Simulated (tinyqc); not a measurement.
Hot carriers by balance equations with a heated Maxwellian. Changing the phonon energy hbar w. Computed by tinyqc, a small Python program. Command: `OMP_NUM_THREADS=1 python tinyqc.py 3008876 3008877 out.jsonl hot sweep`. One thread of a shared host (Intel(R) Xeon(R) Processor @ 2.30GHz), about 0.08 s of CPU time with the checks.

The carriers follow a Maxwellian at an electron temperature T_e, slightly displaced; the drift energy is neglected against k_B T_e. The balance averages the rate, not the time, so mu_0 lies below the relaxation-time value.

Inputs (values chosen for the exercise, modelled on electrons in germanium):

| quantity | value | unit |
|---|---|---|
| effective mass m | 0.221 | m_0 |
| density rho | 5323 | kg/m^3 |
| sound velocity v_l | 5160 | m/s |
| acoustic deformation potential D_A | 11 | eV |
| optical or intervalley deformation potential D_o | 5.1 | 1e8 eV/cm |
| final valleys Z_f | 3 | - |
| lattice temperature T | 500 | K |
| electric field F | 2.6 | kV/cm |
| mixing | 0.3 | - |
| iteration cap | 300 | - |

Band: parabolic. Solver: damped fixed point.

Constants: k_B = 8.617333262e-05 eV/K; k_B = 1.380649e-23 J/K; e = 1.602176634e-19 C; hbar = 1.054571817e-34 J s; m_0 = 9.1093837015e-31 kg; hbar = 6.582119569e-16 eV s.

Method:
- Parabolic band: E = hbar^2 k^2/(2 m), speed v = hbar k/m, states per spin, volume and energy g(E) = m k/(2 pi^2 hbar^2). Masses are multiplied by m_0 and all formulas are in SI units.
- Phonon occupation N_q = 1/(exp(hbar w/(k_B T)) - 1).
- Acoustic deformation potential (elastic, equipartition, absorption and emission together): 1/tau = 2 pi k_B T D_A^2 g(E)/(hbar rho v_l^2).
- Optical or intervalley deformation potential: 1/tau = (pi Z_f D_o^2/(rho w)) [N_q g(E + hbar w) + (N_q + 1) g(E - hbar w)], with g = 0 below the band edge.
- Averages over the Maxwellian, <y> = int y x^(1/2) exp(-x) dx / int x^(1/2) exp(-x) dx with x = E/(k_B T_e), split at x_0 = hbar w/(k_B T_e): 64 Gauss-Legendre points in sqrt(x) below it and 128 in sqrt(x - x_0) above it, up to x = 32. Momentum balance: mu(T_e) = e/(m nu), nu = <x (sum of rates)>/<x>. Power lost per carrier: P(T_e) = hbar w <emission rate - absorption rate> + <(2 m v_l^2/(k_B T)) (E - 2 k_B T) acoustic rate>.
- Energy relaxation time at weak heating: tau_E = (3/2) k_B / (dP/dT_e), the derivative by a central difference of +/- 0.5 K at T_e = T.
- Fixed point: T_out = T + (T_e - T) e mu(T_e) F^2/P(T_e), T_new = T_e + mixing (T_out - T_e).
- Start at T_e = 1.5 T; stop when T_e moves by less than 1e-6 K or exceeds 1e6 K.
- v = mu(T_e) F; warm-carrier coefficient (mu/mu_0 - 1)/F^2.

One run for each value:

| phonon energy hbar w (meV) | drift velocity (1e7 cm/s) | electron temperature T_e (K) | energy relaxation time tau_E (ps) |
|---|---|---|---|
| 15 | 0.07601 | 525.73 | 1.6473 |
| 21 | 0.12041 | 542.46 | 1.6982 |
| 29 | 0.16909 | 563.14 | 1.7836 |
| 40 | 0.21359 | 586.49 | 1.9330 |
| 56 | 0.24737 | 613.35 | 2.2204 |
| 78 | 0.26533 | 645.82 | 2.7774 |
| 110 | 0.26938 | 695.66 | 4.0522 |
| 150 | 0.26228 | 768.79 | 6.9020 |

Over the rows, drift velocity (1e7 cm/s) goes from 0.0760 through a maximum among these rows, 0.269 at 110, to 0.262; electron temperature T_e (K) rises from 526 to 769 (exponent d ln y / d ln x 0.093 between the first rows and 0.32 between the last); energy relaxation time tau_E (ps) rises from 1.65 to 6.90 (exponent d ln y / d ln x 0.090 between the first rows and 1.7 between the last).

Extremes, crossings and ranges named in words are read from the listed rows.
